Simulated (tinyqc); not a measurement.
Energy and delay of logic against supply voltage: one step of the calculation.

One expression serves below and above threshold: I(Vg) = Ik [ln(1 + exp((Vg - VT + dd V)/(al nf Vt)))]^al, with I_on = I(V) and I_off = I(0). Gate delay td = kd C V/I_on, clock period LD td. Per gate and cycle the switching energy is act C V^2 and the leakage energy I_off V LD td. No short-circuit current, no variation. Minima are sought above 0.09 V; below a few Vt gates no longer switch and the model has no meaning.

Question. New V. Minimum-energy supply: E(V) is the energy per gate and cycle; with h = 0.001 V, E' = (E(V + h) - E(V - h))/(2 h), E'' = (E(V - h) - 2 E(V) + E(V + h))/h^2, V(new) = V - E'/E''.

Inputs (values chosen for the exercise); values of the order met in logic technologies: temperature T = 378 K; threshold voltage at zero drain bias VT = 0.27 V; slope factor nf = 1.18; barrier lowering per volt of supply dd = 0.07; specific current of a gate Ik = 0.83 uA; exponent of the current law al = 1.5; load capacitance of a gate C = 2.3 fF; delay factor kd = 1.1; logic depth LD = 40; activity factor act = 0.2.

Constants: q = 1.602176634e-19 C, kB = 1.380649e-23 J/K, Vt = kB T/q. Results are converted to the units shown.

V after iteration 1 = 0.22982162 V

Find: E'; E''; V after iteration 2.

Answer.

E' = -14.200 aJ/V
E'' = 4191.2 aJ/V^2
V after iteration 2 = 0.23321 V

tinyqc, about 0.01 s, one thread, Intel Xeon 2.30GHz (shared host): `OMP_NUM_THREADS=1 python tinyqc.py 2082120 2082121 out.jsonl`
